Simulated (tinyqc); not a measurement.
Inside a calculation: carrier statistics of a doped semiconductor with parabolic bands. Values are carried at full precision from step to step, so a last printed digit may differ when a step is redone from the rounded ones.

Constants: kB = 8.617333262e-05 eV/K; hbar^2/2m0 = 3.80998211 eV angstrom^2.

Inputs chosen for the exercise (near those of Si; the results hold for these values, not for the real material): Eg0 = 1.161 eV (gap at 0 K); al = 0.000476 eV/K (Varshni alpha); be = 642 K (Varshni beta); T = 350 K; ml = 0.915 m0 (longitudinal electron mass); mt = 0.19 m0 (transverse electron mass); Mv = 6 (equivalent valleys); mhh = 0.54 m0 (heavy-hole mass); mlh = 0.157 m0 (light-hole mass); ND = 2.3e+14 1/cm^3 (donors); NA = 5.8e+12 1/cm^3 (acceptors); ED = 0.0452 eV (donor level below Ec); EA = 0.0457 eV (acceptor level above Ev).

## Gap and thermal energy

Eg(T) = Eg0 - al T^2/(T + be) (Varshni).

Eg = 1.10222 eV
kT = 0.030161 eV

The gap has shrunk by 58.8 meV from 0 K and is 36.5 kT wide.

## Effective densities of states

m_de = Mv^(2/3) (ml mt^2)^(1/3); m_dh = (mhh^(3/2) + mlh^(3/2))^(2/3); N = 2 (m kB T/(4 pi c))^(3/2) with c = hbar^2/2m0, in 1/angstrom^3; times 1e24 for 1/cm^3.

m_de = 1.0594 m0
m_dh = 0.5951 m0
Nc = 3.4483e+19 1/cm^3
Nv = 1.4515e+19 1/cm^3

The light holes supply 13.6 % of Nv, and Nc/Nv = 2.38.

## Intrinsic density and level

With Boltzmann statistics ni = sqrt(Nc Nv) exp(-Eg/2kT) and Ei = Eg/2 + (kT/2) ln(Nv/Nc), counted from Ev.

ni = 2.59e+11 1/cm^3
Ei = 0.5381 eV

Ei lies 13.0 meV below midgap, towards the band with the smaller density of states.

## Neutrality by bisection

Energies are counted from Ev, so Ec = Eg. n = Nc F_1/2((EF - Eg)/kT), p = Nv F_1/2(-EF/kT), ND+ = ND/(1 + 2 exp((EF - Eg + ED)/kT)), NA- = NA/(1 + 4 exp((EA - EF)/kT)); neutrality asks p + ND+ = n + NA-. F_j(eta) = (1/Gamma(j + 1)) integral_0^infinity x^j dx/(1 + exp(x - eta)), which tends to exp(eta) for eta << 0.

Start from the bracket [-0.2 eV, Eg + 0.2 eV]; at the midpoint EF take the sign of p + ND+ - n - NA-; where it is positive EF must rise. Fourteen steps are shown.

Bisection (eV, 1/cm^3):
```
step,low,high,EF,n,p,ND+,NA-,sign
1,-0.20000,1.30222,0.55111,4.00e+11,1.68e+11,2.30e+14,5.80e+12,+
2,0.55111,1.30222,0.92666,1.02e+17,6.58e+05,2.24e+14,5.80e+12,-
3,0.55111,0.92666,0.73889,2.02e+14,3.33e+08,2.30e+14,5.80e+12,+
4,0.73889,0.92666,0.83278,4.55e+15,1.48e+07,2.30e+14,5.80e+12,-
5,0.73889,0.83278,0.78583,9.59e+14,7.02e+07,2.30e+14,5.80e+12,-
6,0.73889,0.78583,0.76236,4.40e+14,1.53e+08,2.30e+14,5.80e+12,-
7,0.73889,0.76236,0.75062,2.98e+14,2.26e+08,2.30e+14,5.80e+12,-
8,0.73889,0.75062,0.74476,2.46e+14,2.74e+08,2.30e+14,5.80e+12,-
9,0.73889,0.74476,0.74182,2.23e+14,3.02e+08,2.30e+14,5.80e+12,+
10,0.74182,0.74476,0.74329,2.34e+14,2.88e+08,2.30e+14,5.80e+12,-
11,0.74182,0.74329,0.74255,2.28e+14,2.95e+08,2.30e+14,5.80e+12,-
12,0.74182,0.74255,0.74219,2.26e+14,2.98e+08,2.30e+14,5.80e+12,-
13,0.74182,0.74219,0.74200,2.24e+14,3.00e+08,2.30e+14,5.80e+12,-
14,0.74182,0.74200,0.74191,2.24e+14,3.01e+08,2.30e+14,5.80e+12,+
```

Each step halves the bracket, which is 0.183 meV wide at the last row.

## The neutral state

Solve the neutrality condition for EF to convergence.

EF = 0.7420 eV
n = 2.24e+14 1/cm^3
p = 3.00e+08 1/cm^3
ND+ = 2.30e+14 1/cm^3
NA- = 5.80e+12 1/cm^3

The material is n-type; 100.0 % of the donors are ionised. EF lies 11.94 kT inside the gap from the conduction edge, so Boltzmann statistics would serve; n p/(Nc Nv exp(-Eg/kT)) = 1.000.

## Checks

- F_1/2(1) by the trapezoid rule against adaptive quadrature: both 1.575641.
- Positive against negative charge at the solution (1/cm^3): both 2.29987e+14.

tinyqc: `OMP_NUM_THREADS=1 python tinyqc.py 1652242 1652243 out.jsonl`; about 0.01 s, one thread, shared Intel(R) Xeon(R) Processor @ 2.30GHz.
